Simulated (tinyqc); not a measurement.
# Ferroelectric switching by domains, Kolmogorov-Avrami-Ishibashi kinetics with Merz's law: several studies

A film poled to -Ps gets a pulse V of length t. Field E = V/d, characteristic time tau = t0 exp(Ea/E). The switched share is f = 1 - exp(-(t/tau)^m). P = Ps (2 f - 1).

Inputs (values chosen for the exercise):
- Ps = 33 uC/cm^2 (switchable polarisation)
- t0 = 0.23 ns (time prefactor)
- Ea = 9700 kV/cm (activation field)
- d = 50 nm (film thickness)
- m = 3 (Avrami exponent)
- V = 8.2 V (pulse voltage)
- tp = 42 ns (pulse length)

Each table varies one quantity; the others keep the values above.

## Effect of the Avrami exponent

t10, t50 and t90 are the pulse lengths for f = 0.1, 0.5 and 0.9; f is taken at tp.

The same in every row: tau (ns) = 85.20.

Results:
```
m,t10 (ns),t50 (ns),t90 (ns),f at tp
0.5,0.9458,40.93,451.7,0.5045
1,8.976,59.05,196.2,0.3892
1.5,19.01,66.73,148.6,0.2926
2,27.65,70.93,129.3,0.2158
2.5,34.63,73.58,118.9,0.1569
4,48.54,77.74,104.9,0.05735
```

Estimate the missing row, m = 3.

Computed row:
```
m,t10 (ns),t50 (ns),t90 (ns),f at tp
3,40.24,75.40,112.5,0.1129
```

With this row back in the table: As m goes from 0.5 to 4, t50 rises from 40.9 to 77.7 ns and f at tp falls from 0.504 to 0.0574; t90/t10 goes from 478 to 2.16.

## Effect of the pulse voltage

Same model as above.

Effect of the pulse voltage:
```
V (V),tau (ns),t10 (ns),t50 (ns),t90 (ns),f at tp
4.1,31558,14905,27929,41673,2.3573e-9
4.9,4574.6,2160.6,4048.5,6040.8,7.7389e-7
5.9,854.63,403.65,756.34,1128.5,1.1868e-4
7.1,213.00,100.60,188.51,281.27,0.0076370
8.5,69.145,32.658,61.193,91.306,0.20077
10,29.380,13.877,26.001,38.797,0.94614
12,13.092,6.1834,11.586,17.288,1.0000
15,5.8337,2.7553,5.1628,7.7034,1.0000
```

Read the table: what changes, and by how much?

As V goes from 4.1 to 15 V, t50 falls from 27900 to 5.16 ns and f at tp rises from 2.36e-9 to 1.00; t90/t10 stays at 2.80, since only tau changes. At half the voltage of the last row tau would be 25.4 times longer.

## Switched share against pulse length

Same model as above.

f(t) as above; slope = d ln(-ln(1 - f))/d ln t.

The same in every row: slope = 3.000.

Result of one run:
```
tp (ns),f,P (uC/cm^2)
36,0.07267,-28.20
```

What becomes of these results when the pulse length tp is changed from 36 to 100 ns, all else the same?

Result of the changed run:
```
tp (ns),f,P (uC/cm^2)
100,0.8015,19.90
```

The whole series:
```
tp (ns),f,P (uC/cm^2)
23,0.01948,-31.71
29,0.03867,-30.45
36,0.07267,-28.20
44,0.1287,-24.51
55,0.2359,-17.43
68,0.3986,-6.693
84,0.6165,7.690
100,0.8015,19.90
130,0.9714,31.11
```

The share f rises from 0.0195 to 0.971 over 0.75 decades of time; a single class with m = 3 needs 0.75 decades for the same change. The slope stays at 3.00.

Numbers from tinyqc (`OMP_NUM_THREADS=1 python tinyqc.py 2860052 2860053 out.jsonl`; about 0.01 s on one thread of a shared Intel Xeon 2.30GHz).
